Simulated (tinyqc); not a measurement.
Donor level screened by free carriers (Yukawa potential): sweeps and comparisons. A value that a table varies takes the place of the one given here.

Potential -(q/(eps r)) exp(-ks r), q = e^2/(4 pi eps0). In units Ry* = Ry m/eps^2 and a* = a0 eps/m the problem is [-Laplacian - 2 exp(-x r)/r] psi = E psi with x = ks a*.

Converged values use 18 functions exp(-z r), z = 1.55^i, i = -11 to 6: S = 2/A^3, H = z_i z_j S - 2/(A + x)^2, A = z_i + z_j.

Screening wave number: Debye ks^2 = 4 pi q n/(eps kB T); Thomas-Fermi ks^2 = 6 pi q n/(eps EF) with EF = c (3 pi^2 n/gv)^(2/3)/m, c = hbar^2/2m0; the two are joined by 1/ks^2 = sqrt(1/ks_D^4 + 1/ks_TF^4). 1e18/cm^3 = 1e-6/angstrom^3, q = e^2/(4 pi eps0).

Constants: e^2/(4 pi eps0) = 14.39964547 eV angstrom; kB = 8.617333262e-05 eV/K; hbar^2/2m0 = 3.80998211 eV angstrom^2; Ry = 13.60569312 eV; a0 (Bohr radius) = 0.5291772105 angstrom.

Parameters, chosen for this exercise (near those of a donor in GaAs, with one mean mass; the results hold for these values, not for the real material):

| symbol | value | unit | meaning |
|---|---|---|---|
| xs | (0.05, 0.14, 0.32, 0.43, 0.65, 0.93, 1.12) |  | values of x |
| m | 0.066 | m0 | mass |
| eps | 12.7 |  | dielectric constant |
| gv | 1 |  | valleys |
| T | 300 | K | temperature |
| nl | (0.0013, 0.0043, 0.013, 0.043, 0.13, 0.43, 1.3) | x 1e18/cm^3 | densities |
| n | 0.043 | x 1e18/cm^3 | free-carrier density |

## Towards the loss of the bound state

First order (-1 + 2x), one-parameter (minimum of z^2 - 8 z^3/(2z + x)^2) and converged 1s energies in Ry*, and the mean radius in a*; a dash marks an unbound result.

Results:

| x | first order | trial function | converged | <r> |
|---|---|---|---|---|
| 0.05 | -0.9000 | -0.9036 | -0.9036 | 1.50 |
| 0.14 | -0.7200 | -0.7470 | -0.7471 | 1.53 |
| 0.32 | -0.3600 | -0.4893 | -0.4901 | 1.62 |
| 0.43 | -0.1400 | -0.3628 | -0.3648 | 1.72 |
| 0.65 | - | -0.1691 | -0.1761 | 2.07 |
| 0.93 | - | -0.0210 | -0.0389 | 3.41 |
| 1.12 | - | - | -0.0028 | 10.39 |

How do the results move?

First order loses the state at x = 0.5, the trial function reaches zero energy at x = 1.00, and the exact limit is 1.19. The radius starts at 1.5 a*, grows slowly at first (1.62 at x = 0.32), then steadily, and swells towards the end (10.4 at 1.12), where a single exponential fails: the binding vanishes as the square of the distance from 1.19.

## Binding against carrier density

Ry* = 5.5675 meV
a* = 101.827 angstrom

x from the joined ks; converged 1s binding (dash: x above 1.17, at or past the limit 1.19 where the state unbinds).

Results:

| n (1e18/cm^3) | EF/kB T | 1/ks (angstrom) | x | binding (meV) | n^(1/3) a* |
|---|---|---|---|---|---|
| 0.0013 | 0.03 | 1181.5 | 0.086 | 4.67 | 0.111 |
| 0.0043 | 0.06 | 649.8 | 0.157 | 4.01 | 0.166 |
| 0.013 | 0.12 | 374.2 | 0.272 | 3.07 | 0.239 |
| 0.043 | 0.26 | 207.0 | 0.492 | 1.69 | 0.357 |
| 0.13 | 0.55 | 121.9 | 0.835 | 0.41 | 0.516 |
| 0.43 | 1.22 | 73.7 | 1.381 | - | 0.769 |
| 1.3 | 2.55 | 52.4 | 1.942 | - | 1.111 |

What can be read from the table?

The binding falls from 4.7 to 0.4 meV (bare value 5.6); it passes half the bare value between 0.013 and 0.043 x 1e18/cm^3. The level is unbound, or bound by less than 0.001 Ry*, from 0.43 x 1e18/cm^3 on; as the density rises, it is lost by the time n^(1/3) a* reaches 0.77. x grows with exponent 0.50 in n at the start and 0.31 at the end (1/2 for Debye, 1/6 for Thomas-Fermi screening). The level survives to n^(1/3) a* = 0.52, past the 0.26 of the Mott rule, which corresponds to x = 1 for one valley with degenerate screening; here the level lasts until x = 1.19, the screening is at most the degenerate value, and overlap of donors is left out.

## What each parameter does

Ry* = Ry m/eps^2, a* = a0 eps/m, x = ks a* with the joined ks; converged binding. Each row changes one parameter from the base and keeps the others.

Results:

| case | 1/ks (angstrom) | x | binding in Ry* | binding (meV) |
|---|---|---|---|---|
| base | 207.0 | 0.492 | 0.304 | 1.69 |
| n = 0.0215 x 1e18/cm^3 | 291.4 | 0.349 | 0.454 | 2.53 |
| T = 270 K | 196.7 | 0.518 | 0.280 | 1.56 |
| m = 0.074 m0 | 206.7 | 0.439 | 0.355 | 2.22 |
| eps = 11.7 | 198.7 | 0.472 | 0.322 | 2.12 |
| gv = 2 | 206.0 | 0.494 | 0.302 | 1.68 |

What can be read from the table?

The largest shifts from the base row, up to three for each result and ties (the steps differ in size, so this ranks the rows, not the parameters). 1/ks (angstrom): n +84.4, T -10.3, eps -8.3. x: n -0.143, m -0.053, T +0.026. binding in Ry*: n +0.151, m +0.051, T -0.023. binding (meV): n +0.84, m +0.53, eps +0.42.

Program tinyqc; command `OMP_NUM_THREADS=1 python tinyqc.py 1251462 1251463 out.jsonl`; about 0.01 s on one thread of a shared Intel(R) Xeon(R) Processor @ 2.30GHz.
